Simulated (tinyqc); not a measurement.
## Magnetoresistance against angle

Conductance G = G0 (1 + P1 P2 cos(phi)) at low bias, phi the angle between the magnetisations, normalised to Rp = RA/area at phi = 0.

Values chosen for this exercise:
- Dm = 20 nm (diameter)
- P1 = 0.57 (spin polarisation of the reference layer)
- P2 = 0.56 (spin polarisation of the free layer)
- RA = 4.1 ohm um^2 (resistance-area product, parallel state)

Result of one run:

| R (kohm) | R/Rp - 1 (%) | share of the full TMR (%) |
|---|---|---|
| 15.522 | 18.935 | 20.193 |

Which angle phi gave this result: 0, 20, 70 or 135 degree?

phi = 70 degree.

The whole series:

| phi (degree) | R (kohm) | R/Rp - 1 (%) | share of the full TMR (%) |
|---|---|---|---|
| 0 | 13.051 | 0 | 0 |
| 20 | 13.244 | 1.4808 | 1.5792 |
| 45 | 14.046 | 7.6275 | 8.1341 |
| 70 | 15.522 | 18.935 | 20.193 |
| 90 | 17.216 | 31.920 | 34.040 |
| 110 | 19.326 | 48.087 | 51.281 |
| 135 | 22.235 | 70.375 | 75.049 |
| 160 | 24.593 | 88.444 | 94.318 |
| 180 | 25.289 | 93.772 | 100.00 |

R rises from 13.1 to 25.3 kohm, TMR0 = 93.8 %. It is the conductance that follows cos(phi), so at 90 degrees R has covered only (1 - P1 P2)/2 = 34.0 % of its range.

Program tinyqc, `OMP_NUM_THREADS=1 python tinyqc.py 2450025 2450026 out.jsonl`; Intel Xeon 2.30GHz, shared host, one thread, about 0.01 s.
